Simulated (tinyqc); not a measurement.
## Punch-through p+-n junction, ionisation integral and breakdown: multiplication against voltage

A p+ layer at x < 0 and an n drift layer from x = 0 to L on an n+ substrate. Depletion approximation, built-in voltage neglected. Local ionisation coefficients alpha_n = an exp(-(bn/E)^mx), alpha_p = ap exp(-(bp/E)^mx). Electrons move towards +x, holes towards x = 0.

W = sqrt(2 eps0 eps_r V/(q N)), peak field E0 = q N W/(eps0 eps_r), falling linearly to 0 at W; if W > L the layer is punched through: W = L, E0 = V/L + q N L/(2 eps0 eps_r), falling linearly to E1 = V/L - q N L/(2 eps0 eps_r). G(x) = integral from 0 to x of (alpha_n - alpha_p); I_n = integral of alpha_n exp(-G) (electrons injected at x = 0), I_p = integral of alpha_p exp(G(end) - G) (holes injected at the far edge); M = 1/(1 - I). Integrals on a fine grid; BV is where I_n = 1. Here BV = 15.7650 V; the Miller exponent is n = ln(1 - 1/M)/ln(V/BV).

Values chosen for this exercise; material values close to those of gallium arsenide:
- eps_r = 12.9 (relative permittivity)
- an = 3.06e5 1/cm (prefactor of the electron ionisation coefficient)
- bn = 6.46e5 V/cm (field constant for electrons)
- ap = 2.14e5 1/cm (prefactor of the hole ionisation coefficient)
- bp = 6.61e5 V/cm (field constant for holes)
- mx = 1.6 (exponent)
- N = 5e16 cm^-3 (donor density of the drift layer)
- L = 0.44 um (thickness of the drift layer)

Constants: q = 1.602176634e-19 C, eps0 = 8.8541878128e-14 F/cm where lengths are in cm. Results are converted to the units shown.

Result of one run:

| V (V) | E0 (kV/cm) | I_n | I_p | M_n | M_p | Miller n, electrons | Miller n, holes |
|---|---|---|---|---|---|---|---|
| 12.6 | 441 | 0.549 | 0.437 | 2.22 | 1.78 | 2.68 | 3.70 |

What becomes of these results when the reverse voltage V is changed from 12.6 to 11 V, all else the same?

Result of the changed run:

| V (V) | E0 (kV/cm) | I_n | I_p | M_n | M_p | Miller n, electrons | Miller n, holes |
|---|---|---|---|---|---|---|---|
| 11 | 404 | 0.363 | 0.265 | 1.57 | 1.36 | 2.81 | 3.69 |

The whole series:

| V (V) | E0 (kV/cm) | I_n | I_p | M_n | M_p | Miller n, electrons | Miller n, holes |
|---|---|---|---|---|---|---|---|
| 6.31 | 298 | 0.0524 | 0.0320 | 1.06 | 1.03 | 3.22 | 3.76 |
| 7.88 | 333 | 0.118 | 0.0755 | 1.13 | 1.08 | 3.08 | 3.73 |
| 9.46 | 369 | 0.222 | 0.151 | 1.29 | 1.18 | 2.95 | 3.70 |
| 11 | 404 | 0.363 | 0.265 | 1.57 | 1.36 | 2.81 | 3.69 |
| 12.6 | 441 | 0.549 | 0.437 | 2.22 | 1.78 | 2.68 | 3.70 |
| 13.6 | 463 | 0.681 | 0.579 | 3.14 | 2.37 | 2.60 | 3.70 |
| 14.5 | 484 | 0.810 | 0.733 | 5.26 | 3.75 | 2.52 | 3.71 |
| 15.1 | 497 | 0.899 | 0.852 | 9.90 | 6.76 | 2.47 | 3.71 |
| 15.5 | 507 | 0.960 | 0.939 | 24.7 | 16.4 | 2.44 | 3.72 |

M_n rises from 1.055 to 24.7 and M_p from 1.033 to 16.4; both diverge at BV. The Miller exponent for electrons falls from 3.22 to 2.44 and that for holes goes from 3.76 through a minimum of 3.69 (at V = 11 among the rows listed) to 3.72. The larger multiplication belongs to electrons, whose coefficient at the peak field of the last row is 1.51 times the other.

tinyqc, about 0.06 s, one thread, Intel Xeon 2.30GHz (shared host): `OMP_NUM_THREADS=1 python tinyqc.py 2120113 2120114 out.jsonl`
